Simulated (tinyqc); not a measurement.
Thickness of the second layer from the transmission.

Problem. A two-layer stack carries the voltage V: F1 = V/(t1 + t2 eps1/eps2), F2 = F1 eps1/eps2; U = phi1 - F1 x in layer 1 and phi2 - F1 t1 - F2 (x - t1) in layer 2. T = exp(-S) at E = 0, C = hbar^2/(2 m0). Each layer adds (2/F) sqrt(m/C) [G(u at its left edge) - G(u at its right edge)] to S, with u = U - E (0 where negative) and G(u) = (2/3) u^1.5. Find t2, known to lie between 0.3 and 6 nm, and F1.

Parameters, values chosen for the exercise:
- phi1 = 2.03 eV (barrier of layer 1 above the emitter Fermi level at zero bias)
- m1 = 0.49 m0 (tunnelling mass of layer 1)
- t1 = 0.5 nm (thickness of layer 1)
- eps1 = 7.2 (relative permittivity of layer 1)
- phi2 = 1.43 eV (barrier of layer 2 at zero bias)
- m2 = 0.25 m0 (tunnelling mass of layer 2)
- eps2 = 25.8 (relative permittivity of layer 2)
- V = 0.6 V (voltage across the dielectric)

Constants: q = 1.602176634e-19 C, hbar = 1.054571817e-34 J s, m0 = 9.1093837015e-31 kg, hbar^2/(2 m0) = 0.0380998212 eV nm^2. Results are converted to the units shown.

T at E = 0 = 3.2698482e-8

Solution. Over that range S rises steadily with t2, so S = -ln T has one root, found by bisection.

t2 = 2.400 nm
F1 = 5.129 MV/cm

Computed by the program tinyqc: `OMP_NUM_THREADS=1 python tinyqc.py 2540065 2540066 out.jsonl`, one thread of a shared Intel Xeon 2.30GHz, about 0.02 s for the whole run.
